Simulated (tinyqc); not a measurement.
# Electron mobility in a silicon inversion layer, empirical terms and Matthiessen rule: effects of single changes

Inversion layer of sheet density Ns on a uniformly doped body. The mobility terms are empirical power laws with prefactors chosen for the exercise; adding their inverses (Matthiessen) is itself an approximation.

Values chosen for this exercise; material values close to those of silicon:
```
symbol    value        unit                                                meaning
T           350           K                                            temperature
Eg         1.12          eV                                               band gap
eps_r      11.9                         relative permittivity of the semiconductor
Nc      3.49e19       cm^-3                 conduction-band density of states at T
Nv      3.39e19       cm^-3                    valence-band density of states at T
Nb       6.6e17       cm^-3                                            body doping
Vsb         0.6           V                                      reverse body bias
eta         0.5              weight of the inversion charge in the effective field
Ap          421  cm^2/(V s)           phonon-limited mobility at 1 MV/cm and 300 K
As          984  cm^2/(V s)                  roughness-limited mobility at 1 MV/cm
gs            2                                     exponent of the roughness term
Ac         1900  cm^2/(V s)                                      Coulomb prefactor
Nit      1.8e11       cm^-2                                charge at the interface
Ns       5.7e12       cm^-2                                      inversion density
```

Constants: q = 1.602176634e-19 C, kB = 1.380649e-23 J/K, Vt = kB T/q, eps0 = 8.8541878128e-14 F/cm where lengths are in cm. Results are converted to the units shown.

Each table varies one quantity; the others keep the values above.

## Universality: two dopings at the same effective field

ni = sqrt(Nc Nv) exp(-Eg/(2 Vt)), Eg in volts; Ndep = sqrt(2 eps0 eps_r Nb (2 Vt ln(Nb/ni) + Vsb)/q); E = q (Ndep + eta Ns)/(eps0 eps_r), in MV/cm. With t = T/(300 K): muC = Ac (Ns/1e12 cm^-2) t/(Nb/1e17 cm^-3 + Nit/1e11 cm^-2), muP = Ap E^(-1/3) t^(-1.75), muS = As E^(-gs); 1/mu is the sum of the inverses. For each E, Ns is chosen to give that field on bodies with Nb = 8e16 and 6.6e17 cm^-3; the last column leaves out muC.

Results:
columns A: E (MV/cm); B: Ns, light body (cm^-2); C: mu, light (cm^2/(V s)); D: Ns, heavy body (cm^-2); E: mu, heavy (cm^2/(V s)); F: without muC (cm^2/(V s))
```
A              B       C          D       E       F
0.578  5.2148e12  316.88  4.2988e11  85.136  341.20
0.656  6.2408e12  300.46  1.4558e12  174.11  318.44
0.744  7.3982e12  282.49  2.6132e12  206.98  295.74
0.845  8.7266e12  263.09  3.9417e12  216.08  272.73
0.958  1.0213e13  243.06  5.4279e12  212.88  250.04
1.23   1.3790e13  201.79  9.0054e12  188.99  205.32
1.4    1.6026e13  180.34  1.1241e13  172.15  182.75
```

Estimate the missing row, E = 1.09 MV/cm.

Computed row:
columns A: E (MV/cm); B: Ns, light body (cm^-2); C: mu, light (cm^2/(V s)); D: Ns, heavy body (cm^-2); E: mu, heavy (cm^2/(V s)); F: without muC (cm^2/(V s))
```
A             B       C          D       E       F
1.09  1.1949e13  221.87  7.1641e12  202.52  226.81
```

With this row back in the table: The heavily doped body has 0.269 of the mobility of the light one in the first row and 0.955 in the last; there they lie 5.8 % below and 1.3 % below the curve without Coulomb scattering, which depends on E alone. The heavy body leaves that curve at low E because its field comes mostly from depletion charge and few carriers screen.

## Effect of the reverse body bias

Same model as above.

The same in every row: muC (cm^2/(V s)) = 1504.2.

Result of one run:
```
Vsb (V)  E (MV/cm)  muP (cm^2/(V s))  muS (cm^2/(V s))  mu (cm^2/(V s))
0.8         1.0143            319.94            956.39           206.78
```

What becomes of these results when the reverse body bias Vsb is changed from 0.8 to 1.6 V, all else the same?

Result of the changed run:
```
Vsb (V)  E (MV/cm)  muP (cm^2/(V s))  muS (cm^2/(V s))  mu (cm^2/(V s))
1.6         1.1391            307.80            758.32           191.12
```

The whole series:
```
Vsb (V)  E (MV/cm)  muP (cm^2/(V s))  muS (cm^2/(V s))  mu (cm^2/(V s))
0          0.85401            338.82            1349.2           229.49
0.4        0.94055            328.09            1112.3           216.84
0.8         1.0143            319.94            956.39           206.78
1.2         1.0797            313.34            844.02           198.37
1.6         1.1391            307.80            758.32           191.12
2           1.1939            303.02            690.36           184.72
2.4         1.2450            298.82            634.88           179.00
```

As Vsb goes from 0 to 2.4 V, E rises from 0.854 to 1.24 MV/cm and mu falls from 229 to 179 cm^2/(V s). The phonon term is the smallest in the first and the last row.

## Effect of the body doping

Same model as above.

Results:
```
Nb (cm^-3)  E (MV/cm)  muC (cm^2/(V s))  muP (cm^2/(V s))  muS (cm^2/(V s))  mu (cm^2/(V s))
2e16           0.5213              6318             399.4              3621            340.4
4.4e16         0.5662              5641             388.6              3070            325.0
9.7e16         0.6341              4561             374.2              2447            303.0
2.1e17         0.7337              3240             356.4              1828            273.1
4.7e17         0.8904              1944             334.1              1241            231.9
1e18            1.110              1071             310.4             798.3            184.9
5e18            1.995             243.9             255.4             247.2            82.92
```

Estimate the missing row, Nb = 2.3e18 cm^-3.

Computed row:
```
Nb (cm^-3)  E (MV/cm)  muC (cm^2/(V s))  muP (cm^2/(V s))  muS (cm^2/(V s))  mu (cm^2/(V s))
2.3e18          1.477             509.5             282.3             451.1            129.5
```

With this row back in the table: As Nb goes from 2e16 to 5e18 cm^-3, E rises from 0.521 to 1.99 MV/cm and mu falls from 340 to 82.9 cm^2/(V s). The smallest term is the phonon one in the first row and the Coulomb one in the last. At Nb = 5e18 cm^-3 E passes 1.5 MV/cm, beyond the usual range of such laws.

Numbers from tinyqc (`OMP_NUM_THREADS=1 python tinyqc.py 2510060 2510061 out.jsonl`; about 0.01 s on one thread of a shared Intel Xeon 2.30GHz).
